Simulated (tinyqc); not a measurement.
Binding against carrier density: donor level screened by free carriers (Yukawa potential).

Screening wave number: Debye ks^2 = 4 pi q n/(eps kB T); Thomas-Fermi ks^2 = 6 pi q n/(eps EF) with EF = c (3 pi^2 n/gv)^(2/3)/m, c = hbar^2/2m0; the two are joined by 1/ks^2 = sqrt(1/ks_D^4 + 1/ks_TF^4). 1e18/cm^3 = 1e-6/angstrom^3, q = e^2/(4 pi eps0).

Potential -(q/(eps r)) exp(-ks r), q = e^2/(4 pi eps0). In units Ry* = Ry m/eps^2 and a* = a0 eps/m the problem is [-Laplacian - 2 exp(-x r)/r] psi = E psi with x = ks a*.

Converged values use 18 functions exp(-z r), z = 1.55^i, i = -11 to 6: S = 2/A^3, H = z_i z_j S - 2/(A + x)^2, A = z_i + z_j.

Constants: e^2/(4 pi eps0) = 14.39964547 eV angstrom; kB = 8.617333262e-05 eV/K; hbar^2/2m0 = 3.80998211 eV angstrom^2.

Inputs chosen for the exercise (near those of a donor in Si, with one mean mass; shifted at random, so the results belong to these values and not to a real crystal):

| symbol | value | unit | meaning |
|---|---|---|---|
| m | 0.313 | m0 | mass |
| eps | 11.8 |  | dielectric constant |
| gv | 6 |  | valleys |
| T | 200 | K | temperature |
| nl | (0.03, 0.1, 0.3, 1, 3, 10, 30) | x 1e18/cm^3 | densities |

Ry* = 30.5845 meV
a* = 19.950 angstrom

x from the joined ks; converged 1s binding (dash: x above 1.17, at or past the limit 1.19 where the state unbinds).

Results:

| n (1e18/cm^3) | EF/kB T | 1/ks (angstrom) | x | binding (meV) | n^(1/3) a* |
|---|---|---|---|---|---|
| 0.030 | 0.02 | 193.6 | 0.103 | 24.74 | 0.062 |
| 0.10 | 0.04 | 106.0 | 0.188 | 20.54 | 0.093 |
| 0.30 | 0.09 | 61.3 | 0.326 | 14.77 | 0.134 |
| 1.0 | 0.20 | 33.7 | 0.592 | 6.67 | 0.199 |
| 3.0 | 0.43 | 19.7 | 1.011 | 0.56 | 0.288 |
| 10 | 0.95 | 11.5 | 1.730 | - | 0.430 |
| 30 | 1.98 | 7.9 | 2.534 | - | 0.620 |

What can be read from this table?

The binding falls from 24.7 to 0.6 meV (bare value 30.6); it passes half the bare value between 0.1 and 0.3 x 1e18/cm^3. The level is unbound, or bound by less than 0.001 Ry*, from 10 x 1e18/cm^3 on; as the density rises, it is lost by the time n^(1/3) a* reaches 0.43. x grows with exponent 0.50 in n at the start and 0.35 at the end (1/2 for Debye, 1/6 for Thomas-Fermi screening). The level survives to n^(1/3) a* = 0.29, past the 0.26 of the Mott rule, which corresponds to x = 1 for one valley with degenerate screening; here the level lasts until x = 1.19, the screening is at most the degenerate value, and overlap of donors is left out.

Computed by tinyqc, a small Python program: `OMP_NUM_THREADS=1 python tinyqc.py 1281246 1281247 out.jsonl` (the numbers bound the seed that draws the inputs); one thread of a shared host (Intel(R) Xeon(R) Processor @ 2.30GHz), about 0.02 s for the whole set of steps.
